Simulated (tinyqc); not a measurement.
From bias voltage V_b back to absorbed power P: global model of a low-pressure process discharge: electron temperature, density, ion flux and ion energy. Computed by tinyqc, a small Python program. Command: `OMP_NUM_THREADS=1 python tinyqc.py 3110854 3110855 out.jsonl plasma inv`. One thread of a shared host (Intel(R) Xeon(R) Processor @ 2.30GHz), about 0.02 s of CPU time with the checks.

Maxwellian electrons with temperature T_e in eV, one positive ion, no negative ions, uniform bulk density n; rate constants have the Arrhenius form.

Inputs (values chosen for the exercise, of the order of those of an inductive discharge in a simple atomic gas):
```
quantity                          value   unit
ion mass M                           32      u
ionisation prefactor K0         7.3e-14  m^3/s
ionisation energy E_iz             17.3     eV
excitation prefactor X0         2.4e-14  m^3/s
excitation energy E_ex             9.98     eV
elastic rate constant K_el      1.4e-13  m^3/s
ion-neutral cross section       1.2e-18    m^2
pressure p                         0.41     Pa
gas temperature T_g                 300      K
radius R                             22     cm
height L                             17     cm
bias power P_b                      280      W
radius of the biased electrode       10     cm
bias frequency                    13.56    MHz
```

Constants: k_B = 1.380649e-23 J/K; e = 1.602176634e-19 C; u = 1.6605390666e-27 kg; m_0 = 9.1093837015e-31 kg; eps_0 = 8.8541878128e-12 F/m.

Method:
- n_g = p/(k_B T_g); lambda_i = 1/(n_g sigma); h_L = 0.86/sqrt(3 + L/(2 lambda_i)), h_R = 0.8/sqrt(4 + R/lambda_i); A_eff = 2 pi R^2 h_L + 2 pi R L h_R; d_eff = pi R^2 L/A_eff.
- Particle balance: K0 exp(-E_iz/T_e) n_g d_eff = u_B, u_B = sqrt(e T_e/M).
- Root found by bracketing.
- E_c = E_iz + (X0 exp(-E_ex/T_e) E_ex + K_el (3 m_0/M) T_e)/K_iz; wall potential V_s = (T_e/2) ln(M/(2 pi m_0)); E_T = E_c + 2 T_e + T_e/2 + V_s; n = P/(e u_B A_eff E_T); ion current density J = e h_L n u_B; ionised share n/n_g.
- All bias power goes to ions: V_b = P_b/(J pi r^2). Debye length at the sheath edge lambda_D = sqrt(eps_0 T_e/(e h_L n)); Child-law sheath s = (sqrt2/3) lambda_D (2 V/T_e)^(3/4), V = V_b + V_s; ion transit time tau_i = 3 s sqrt(M/(2 e V)); collisions in the sheath s/lambda_i.

Task: A run gave the result below. Find the absorbed power P, known to lie between 330 and 760 W.

bias voltage V_b = 672.1448 V

Result:

Each step takes the trial c = (a f_b - b f_a)/(f_b - f_a), f being the result less the target and a, b, c the logarithms of the listed values; c replaces end b, the old b replaces a if the sign of f changed, and otherwise f_a is halved.

Scan of the range:
```
absorbed power P (W)  bias voltage V_b (V)
330                                1043.25
379                                 908.37
436                                 789.62
501                                 687.17
576                                 597.70
661                                 520.84
760                                 452.99
```

False position (Illinois rule, in the logarithm of the input) inside the bracket:
```
step    end a    end b    trial  bias voltage V_b (V)
1     501.000  576.000  512.876               671.259
2     501.000  512.876  511.610               672.919
3     512.876  511.610  512.200               672.144
4     511.610  512.200  512.200               672.145
```

Bias voltage V_b falls at every point of a 13-point scan of the range (every second point is shown), so one value fits; it is bracketed by 501 and 576. The scan shows a pure power law with exponent -1.0000, so scaling from any one row also gives the answer directly. Answer: absorbed power P = 512.2 W.
